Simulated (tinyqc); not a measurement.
# From one set of inputs to another, one input at a time

Model: solid solubility of a dopant against its melt (retrograde solidus), clustering and the electrically active fraction. Computed by tinyqc, a small Python program. Command: `OMP_NUM_THREADS=1 python tinyqc.py 3020449 3020450 out.jsonl retro ladder`. One thread of a shared host (Intel(R) Xeon(R) Processor @ 2.30GHz), about 0.03 s of CPU time with the checks.

The inputs printed are set A. Inputs not listed in the table keep their values of set A, so the rows need not describe a real material.

Inputs (values chosen for the exercise, of the order of those of gallium in silicon for the solubility):
```
quantity                                       value            unit
melting point of the host T_m                   1687               K
heat of melting of the host H_f                 50.2          kJ/mol
interaction L of the melt                        3.5          kJ/mol
enthalpy of transfer from melt to solid H      0.669              eV
entropy of transfer S                          -0.63             k_B
site density N0                                5e+22          1/cm^3
temperature T                                   1530               K
total dopant density N_t                     2.5e+21          1/cm^3
atoms per cluster m                                3               -
cluster scale N* at 1273 K                   3.9e+20          1/cm^3
activation energy E_b of the cluster scale       0.6              eV
anneal temperature T_a                          1175               K
prefactor of n_i                            3.85e+16  1/(cm^3 K^1.5)
energy E_i in n_i                                0.6              eV
mobility mu                                       70      cm^2/(V s)
```

Clustering: clusters that take up free electrons.

Constants: R = 8.314462618 J/(mol K); k_B = 8.617333262e-05 eV/K; e = 1.602176634e-19 C; N_A = 6.02214076e+23 1/mol.

Method:
- x_l and x_s are atom fractions of the dopant in melt and solid; the solid is dilute. Liquidus of the host: R T ln(1 - x_l) + L x_l^2 = -H_f (1 - T/T_m). Distribution: k = x_s/x_l = exp[L (1 - x_l)^2/(R T)] exp(S/k_B - H/(k_B T)), the first factor being the activity coefficient in the melt. Solubility = x_s N0; at T_m x_l = 0.
- The largest x_s N0 between 900 K and T_m. For an ideal melt with constant heats the maximum has x_l = H_f/(H + H_f), H in the same units.
- A highly soluble donor (another dopant than that of the solidus) is limited by clustering. Donors N_a are active, and clusters hold m atoms each: N_t = N_a + m C, m C = N* (N_a/N*)^m (n/N*)^m, each atom taking one electron, n = N_a/2 + sqrt(N_a^2/4 + n_i^2), n_i = prefactor x T^1.5 exp(-E_i/(k_B T)), with N*(T) = N*(1273 K) exp[-(E_b/k_B)(1/T - 1/1273)]. Resistivity = 1/(e mu N_a).

Each row keeps all changes above it:
```
input moved                                         from       to  solubility (1/cm^3)  temperature of the maximum (K)  resistivity (milliohm cm)
set A                                                  -        -           6.1795e+19                          1468.7                    0.25167
enthalpy of transfer from melt to solid H (eV)     0.669    0.873           1.3152e+19                          1503.4                    0.25167
activation energy E_b of the cluster scale (eV)      0.6      0.5           1.3152e+19                          1503.4                    0.23664
anneal temperature T_a (K)                          1175      950           1.3152e+19                          1503.4                    0.61634
entropy of transfer S (k_B)                        -0.63     1.12           7.5683e+19                          1503.4                    0.61634
temperature T (K)                                   1530     1123           1.6308e+19                          1503.4                    0.61634
total dopant density N_t (1/cm^3)                2.5e+21  2.6e+20           1.6308e+19                          1503.4                    0.95811
interaction L of the melt (kJ/mol)                   3.5      2.9           1.6175e+19                          1501.4                    0.95811
```

Which inputs carry the difference?

Solubility goes from 6.18e19 to 1.62e19, a factor 0.262 in all. The largest single move comes from entropy of transfer S (a factor 5.75), but it runs against the net change; the largest move in the direction of the net change is enthalpy of transfer from melt to solid H (a factor 0.213). Temperature of the maximum goes from 1470 to 1500, a factor 1.022 in all. The largest single move comes from enthalpy of transfer from melt to solid H (a factor 1.024). Resistivity goes from 0.252 to 0.958, a factor 3.81 in all. The largest single move comes from anneal temperature T_a (a factor 2.60). The single moves hold for this order of the switches; the total does not depend on the order.

Caution (all rows): this clustering law is a generic form; degeneracy and a doping-dependent mobility are left out.

Extremes, crossings and ranges named in words are read from the listed rows.
